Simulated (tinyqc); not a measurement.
RKS/LDA (VWN5) in the sto-3g basis, for BeH2, spin multiplicity 1, step by step. One step of it, computed by the program tinyqc.

Task: Iteration 2: diagonalisation and new density. Diagonalise F' = X^T F X, C = X C', fill 3 alpha and 3 beta electrons from the bottom; D = 2 C_occ C_occ^T. Each column has its largest component positive (the first on a tie).

Kohn-Sham matrix F (hartree):
```
,1Be 1s,1Be 2s,1Be 2px,1Be 2py,1Be 2pz,2H 1s,3H 1s
1Be 1s,-3.426066,-1.047836,-0.008353,-0.015563,0.020450,-0.176104,-0.172792
1Be 2s,-1.047836,-0.410682,-0.032023,-0.108321,0.076528,-0.262617,-0.141551
1Be 2px,-0.008353,-0.032023,0.092975,0.000224,-0.007204,-0.006674,-0.006325
1Be 2py,-0.015563,-0.108321,0.000224,-0.030775,-0.002168,-0.274605,0.083972
1Be 2pz,0.020450,0.076528,-0.007204,-0.002168,0.108185,0.011316,0.014047
2H 1s,-0.176104,-0.262617,-0.006674,-0.274605,0.011316,-0.433941,-0.015981
3H 1s,-0.172792,-0.141551,-0.006325,0.083972,0.014047,-0.015981,0.059462
```

X:
```
,1,2,3,4,5,6,7
1Be 1s,0.000000,-0.405053,0.911001,0.000000,-0.103965,0.276848,0.000000
1Be 2s,0.000000,1.086061,-0.055651,0.000000,-0.011971,0.541888,0.000000
1Be 2px,0.000000,0.000000,0.000000,1.000000,0.000000,0.000000,0.000000
1Be 2py,1.184790,0.000000,0.000000,0.000000,0.000000,0.000000,0.556036
1Be 2pz,0.000000,0.020277,0.117949,0.000000,0.992862,0.009603,0.000000
2H 1s,-0.846586,-0.675244,-0.316221,0.000000,0.036463,0.352895,0.389084
3H 1s,0.846586,-0.675244,-0.316221,0.000000,0.036463,0.352895,-0.389084
```

Give: F' = X^T F X; orbital energies; coefficients C; D after iteration 2.

Result:

F' = X^T F X (hartree):
```
,1,2,3,4,5,6,7
1,0.431,-0.151,-0.074,0.001,0.009,0.049,0.096
2,-0.151,0.094,0.443,-0.023,0.005,0.264,0.089
3,-0.074,0.443,-2.589,-0.003,0.329,-1.305,0.091
4,0.001,-0.023,-0.003,0.093,-0.006,-0.024,0.000
5,0.009,0.005,0.329,-0.006,0.065,0.218,-0.011
6,0.049,0.264,-1.305,-0.024,0.218,-0.970,-0.166
7,0.096,0.089,0.091,0.000,-0.011,-0.166,-0.217
```

orbital energies (hartree): MO1 -3.435, MO2 -0.452, MO3 -0.072, MO4 0.080, MO5 0.090, MO6 0.185, MO7 0.512

coefficients C:
```
,MO1,MO2,MO3,MO4,MO5,MO6,MO7
1Be 1s,0.984,-0.102,-0.222,0.094,-0.005,-0.189,0.089
1Be 2s,0.058,0.179,0.693,-0.446,0.024,0.768,-0.414
1Be 2px,0.003,0.019,0.117,-0.192,0.944,-0.239,0.023
1Be 2py,0.008,0.186,-0.199,-0.432,0.028,0.479,1.105
1Be 2pz,-0.007,-0.043,-0.284,0.656,0.326,0.615,-0.062
2H 1s,-0.012,0.830,-0.241,0.483,-0.034,-0.614,-0.439
3H 1s,-0.007,0.022,0.406,0.472,-0.033,-0.209,1.057
```

D after iteration 2:
```
,1Be 1s,1Be 2s,1Be 2px,1Be 2py,1Be 2pz,2H 1s,3H 1s
1Be 1s,2.058,-0.230,-0.050,0.065,0.121,-0.086,-0.198
1Be 2s,-0.230,1.030,0.169,-0.208,-0.409,-0.038,0.569
1Be 2px,-0.050,0.169,0.028,-0.039,-0.068,-0.025,0.096
1Be 2py,0.065,-0.208,-0.039,0.148,0.097,0.404,-0.153
1Be 2pz,0.121,-0.409,-0.068,0.097,0.165,0.066,-0.232
2H 1s,-0.086,-0.038,-0.025,0.404,0.066,1.493,-0.159
3H 1s,-0.198,0.569,0.096,-0.153,-0.232,-0.159,0.330
```
